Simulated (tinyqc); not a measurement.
Tunnelling through a thin dielectric with one trap, as a tight-binding chain: one step. Transmission. Five cases, with inputs chosen for the exercise.

Task: Invert the matrix; T = (2 t sin(ka))^2 |G_1N|^2.

Hopping -t everywhere, t = c/(m a^2), c = hbar^2/2m0; lead sites at 2t (band bottom 0), barrier sites 1 to N at 2t + phi, and site j has U besides. No voltage. Leads give S = -t exp(ika) on sites 1 and N, cos(ka) = 1 - E/(2t). T = (2 t sin(ka))^2 |G_1N|^2, G = (E - H - S)^-1. In the barrier cosh(q a) = 1 + (phi - E)/(2t).

Give: first row of G; T.

Case 1.

E - H - S (eV):
```
[[-4.521549+1.613101i, 2.976549, 0.000000, 0.000000, 0.000000, 0.000000, 0.000000, 0.000000, 0.000000],
 [2.976549, -7.023097, 2.976549, 0.000000, 0.000000, 0.000000, 0.000000, 0.000000, 0.000000],
 [0.000000, 2.976549, -7.023097, 2.976549, 0.000000, 0.000000, 0.000000, 0.000000, 0.000000],
 [0.000000, 0.000000, 2.976549, -7.023097, 2.976549, 0.000000, 0.000000, 0.000000, 0.000000],
 [0.000000, 0.000000, 0.000000, 2.976549, -2.923097, 2.976549, 0.000000, 0.000000, 0.000000],
 [0.000000, 0.000000, 0.000000, 0.000000, 2.976549, -7.023097, 2.976549, 0.000000, 0.000000],
 [0.000000, 0.000000, 0.000000, 0.000000, 0.000000, 2.976549, -7.023097, 2.976549, 0.000000],
 [0.000000, 0.000000, 0.000000, 0.000000, 0.000000, 0.000000, 2.976549, -7.023097, 2.976549],
 [0.000000, 0.000000, 0.000000, 0.000000, 0.000000, 0.000000, 0.000000, 2.976549, -4.521549+1.613101i]]
```

t = 2.976549 eV
ka = 0.5727400 rad

Result:

first row of G (1/eV): [-0.2446-0.1220i, -0.1018-0.05281i, 0.004418-0.002562i, 0.1122+0.04677i, 0.2604+0.1129i, 0.1435+0.06411i, 0.07816+0.03837i, 0.04092+0.02641i, 0.01840+0.02395i]

T = 0.009491

Without the trap T is 9.60e-05: the trap changes it by a factor 98.9 at this energy.

Case 2.

E - H - S (eV):
```
[[-3.072932+0.595876i, 1.007932, 0.000000, 0.000000, 0.000000, 0.000000, 0.000000, 0.000000, 0.000000],
 [1.007932, -3.885864, 1.007932, 0.000000, 0.000000, 0.000000, 0.000000, 0.000000, 0.000000],
 [0.000000, 1.007932, -3.885864, 1.007932, 0.000000, 0.000000, 0.000000, 0.000000, 0.000000],
 [0.000000, 0.000000, 1.007932, -3.885864, 1.007932, 0.000000, 0.000000, 0.000000, 0.000000],
 [0.000000, 0.000000, 0.000000, 1.007932, -0.845864, 1.007932, 0.000000, 0.000000, 0.000000],
 [0.000000, 0.000000, 0.000000, 0.000000, 1.007932, -3.885864, 1.007932, 0.000000, 0.000000],
 [0.000000, 0.000000, 0.000000, 0.000000, 0.000000, 1.007932, -3.885864, 1.007932, 0.000000],
 [0.000000, 0.000000, 0.000000, 0.000000, 0.000000, 0.000000, 1.007932, -3.885864, 1.007932],
 [0.000000, 0.000000, 0.000000, 0.000000, 0.000000, 0.000000, 0.000000, 1.007932, -3.072932+0.595876i]]
```

t = 1.007932 eV
ka = 0.6325298 rad

Result:

first row of G (1/eV): [-0.3428-0.07323i, -0.09633-0.02058i, -0.02857-0.006103i, -0.01382-0.002952i, -0.02469-0.005277i, -0.006906-0.001477i, -0.001932-0.0004159i, -0.0005438-0.0001269i, -0.0001641-7.346e-05i]

T = 4.592e-08

Without the trap T is 3.31e-10: the trap changes it by a factor 139 at this energy.

Case 3.

E - H - S (eV):
```
[[-3.051940+0.862970i, 0.881940, 0.000000, 0.000000, 0.000000, 0.000000, 0.000000, 0.000000, 0.000000, 0.000000],
 [0.881940, -3.233881, 0.881940, 0.000000, 0.000000, 0.000000, 0.000000, 0.000000, 0.000000, 0.000000],
 [0.000000, 0.881940, -3.233881, 0.881940, 0.000000, 0.000000, 0.000000, 0.000000, 0.000000, 0.000000],
 [0.000000, 0.000000, 0.881940, -3.233881, 0.881940, 0.000000, 0.000000, 0.000000, 0.000000, 0.000000],
 [0.000000, 0.000000, 0.000000, 0.881940, -0.913881, 0.881940, 0.000000, 0.000000, 0.000000, 0.000000],
 [0.000000, 0.000000, 0.000000, 0.000000, 0.881940, -3.233881, 0.881940, 0.000000, 0.000000, 0.000000],
 [0.000000, 0.000000, 0.000000, 0.000000, 0.000000, 0.881940, -3.233881, 0.881940, 0.000000, 0.000000],
 [0.000000, 0.000000, 0.000000, 0.000000, 0.000000, 0.000000, 0.881940, -3.233881, 0.881940, 0.000000],
 [0.000000, 0.000000, 0.000000, 0.000000, 0.000000, 0.000000, 0.000000, 0.881940, -3.233881, 0.881940],
 [0.000000, 0.000000, 0.000000, 0.000000, 0.000000, 0.000000, 0.000000, 0.000000, 0.881940, -3.051940+0.862970i]]
```

t = 0.881940 eV
ka = 1.3630088 rad

Result:

first row of G (1/eV): [-0.3272-0.1012i, -0.09745-0.03015i, -0.03013-0.009321i, -0.01302-0.004027i, -0.01760-0.005446i, -0.005223-0.001616i, -0.001550-0.0004798i, -0.0004592-0.0001431i, -0.0001341-4.509e-05i, -3.247e-05-2.221e-05i]

T = 4.609e-09

Without the trap T is 9.57e-11: the trap changes it by a factor 48.2 at this energy.

Case 4.

E - H - S (eV):
```
[[-3.209763+0.873248i, 1.459763, 0.000000, 0.000000, 0.000000, 0.000000, 0.000000, 0.000000, 0.000000],
 [1.459763, -4.379527, 1.459763, 0.000000, 0.000000, 0.000000, 0.000000, 0.000000, 0.000000],
 [0.000000, 1.459763, -1.209527, 1.459763, 0.000000, 0.000000, 0.000000, 0.000000, 0.000000],
 [0.000000, 0.000000, 1.459763, -4.379527, 1.459763, 0.000000, 0.000000, 0.000000, 0.000000],
 [0.000000, 0.000000, 0.000000, 1.459763, -4.379527, 1.459763, 0.000000, 0.000000, 0.000000],
 [0.000000, 0.000000, 0.000000, 0.000000, 1.459763, -4.379527, 1.459763, 0.000000, 0.000000],
 [0.000000, 0.000000, 0.000000, 0.000000, 0.000000, 1.459763, -4.379527, 1.459763, 0.000000],
 [0.000000, 0.000000, 0.000000, 0.000000, 0.000000, 0.000000, 1.459763, -4.379527, 1.459763],
 [0.000000, 0.000000, 0.000000, 0.000000, 0.000000, 0.000000, 0.000000, 1.459763, -3.209763+0.873248i]]
```

t = 1.459763 eV
ka = 0.6412684 rad

Result:

first row of G (1/eV): [-0.5312-0.3591i, -0.6979-0.4718i, -1.562-1.056i, -0.5968-0.4035i, -0.2279-0.1541i, -0.08702-0.05897i, -0.03315-0.02279i, -0.01245-0.009401i, -0.004187-0.005415i]

T = 0.0001429

Without the trap T is 1.10e-07: the trap changes it by a factor 1.3e+03 at this energy.

Case 5.

E - H - S (eV):
```
[[-4.804985+1.524594i, 3.174985, 0.000000, 0.000000, 0.000000, 0.000000, 0.000000, 0.000000, 0.000000, 0.000000, 0.000000],
 [3.174985, -7.589970, 3.174985, 0.000000, 0.000000, 0.000000, 0.000000, 0.000000, 0.000000, 0.000000, 0.000000],
 [0.000000, 3.174985, -7.589970, 3.174985, 0.000000, 0.000000, 0.000000, 0.000000, 0.000000, 0.000000, 0.000000],
 [0.000000, 0.000000, 3.174985, -7.589970, 3.174985, 0.000000, 0.000000, 0.000000, 0.000000, 0.000000, 0.000000],
 [0.000000, 0.000000, 0.000000, 3.174985, -7.589970, 3.174985, 0.000000, 0.000000, 0.000000, 0.000000, 0.000000],
 [0.000000, 0.000000, 0.000000, 0.000000, 3.174985, -7.589970, 3.174985, 0.000000, 0.000000, 0.000000, 0.000000],
 [0.000000, 0.000000, 0.000000, 0.000000, 0.000000, 3.174985, -7.589970, 3.174985, 0.000000, 0.000000, 0.000000],
 [0.000000, 0.000000, 0.000000, 0.000000, 0.000000, 0.000000, 3.174985, -3.299970, 3.174985, 0.000000, 0.000000],
 [0.000000, 0.000000, 0.000000, 0.000000, 0.000000, 0.000000, 0.000000, 3.174985, -7.589970, 3.174985, 0.000000],
 [0.000000, 0.000000, 0.000000, 0.000000, 0.000000, 0.000000, 0.000000, 0.000000, 3.174985, -7.589970, 3.174985],
 [0.000000, 0.000000, 0.000000, 0.000000, 0.000000, 0.000000, 0.000000, 0.000000, 0.000000, 3.174985, -4.804985+1.524594i]]
```

t = 3.174985 eV
ka = 0.5008707 rad

Result:

first row of G (1/eV): [-0.2588-0.1275i, -0.1379-0.06875i, -0.07097-0.03681i, -0.03171-0.01925i, -0.004844-0.009200i, 0.02014-0.002745i, 0.05298+0.002637i, 0.1065+0.009050i, 0.05773+0.006769i, 0.03149+0.007131i, 0.01754+0.01028i]

T = 0.003844

Without the trap T is 5.18e-06: the trap changes it by a factor 743 at this energy.

Computed by tinyqc, one run a case: `OMP_NUM_THREADS=1 python tinyqc.py N N+1 out.jsonl` with N = 1451522, 1451527, 1451764, 1451774, 1451811; one thread of a shared Intel(R) Xeon(R) Processor @ 2.30GHz, about 0.07 s a run at most.
